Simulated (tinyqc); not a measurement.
# Changing the frequency f

Model: Hall factor, magnetoresistance and optical conductivity for a power-law relaxation time. Computed by tinyqc, a small Python program. Command: `OMP_NUM_THREADS=1 python tinyqc.py 3010996 3010997 out.jsonl magneto sweep`. One thread of a shared host (Intel(R) Xeon(R) Processor @ 2.30GHz), about 0.02 s of CPU time with the checks.

One spherical parabolic band, tau(E) = tau_0 x^s with x = E/(k_B T). Landau quantisation is left out.

Inputs (values chosen for the exercise, with a mass close to that of electrons in germanium):

| quantity | value | unit |
|---|---|---|
| effective mass m | 0.12 | m_0 |
| exponent s | 1.5 | - |
| tau_0 | 640 | fs |
| reduced Fermi level eta | 1.2 | - |
| temperature T | 77 | K |
| background permittivity eps_inf | 11.3 | - |

Constants: m_0 = 9.1093837015e-31 kg; k_B = 1.380649e-23 J/K; hbar = 1.054571817e-34 J s; e = 1.602176634e-19 C; eps_0 = 8.8541878128e-12 F/m; c = 299792458 m/s.

Method:
- <y> = int y x^(3/2) f (1 - f) dx / int x^(3/2) f (1 - f) dx, f = 1/(1 + exp(x - eta)).
- Integrals over x = E/(k_B T) use 160 Gauss-Legendre points in u = sqrt(x) from 0 to sqrt(max(eta, 0) + 45).
- n = (2 m k_B T)^(3/2)/(3 pi^2 hbar^3) int x^(3/2) f (1 - f) dx; moments in units of tau_0.
- sigma(w) = (n e^2/m) <tau/(1 - i w tau)>, w = 2 pi f; eps = eps_inf + i sigma/(eps_0 w); N = sqrt(eps); absorption coefficient 2 w Im N/c; reflectivity |(N - 1)/(N + 1)|^2; plasma frequency sqrt(n e^2/(eps_inf eps_0 m))/(2 pi).

One run for each value:

| frequency f (THz) | absorption coefficient (1/cm) | reflectivity |
|---|---|---|
| 0.022 | 3.068e+03 | 0.9950 |
| 0.048 | 4.018e+03 | 0.9936 |
| 0.1 | 4.684e+03 | 0.9922 |
| 0.22 | 5.079e+03 | 0.9908 |
| 0.46 | 5.215e+03 | 0.9895 |
| 0.98 | 5.139e+03 | 0.9878 |
| 2.1 | 4.450e+03 | 0.9807 |
| 4.4 | 7.979e+01 | 0.0673 |
| 9.4 | 9.844e+00 | 0.2593 |
| 20 | 2.048e+00 | 0.2861 |

Over the rows, absorption coefficient (1/cm) goes from 3070 through a maximum among these rows, 5220 at 0.460, to 2.05; reflectivity goes from 0.995 through a minimum among these rows, 0.0673 at 4.40, to 0.286.

Caution (rows 2.10, 4.40, 9.40, 20.0): the photon energy exceeds the typical carrier energy, so the classical sigma(w) is only a rough guide to the absorption.

Extremes, crossings and ranges named in words are read from the listed rows.
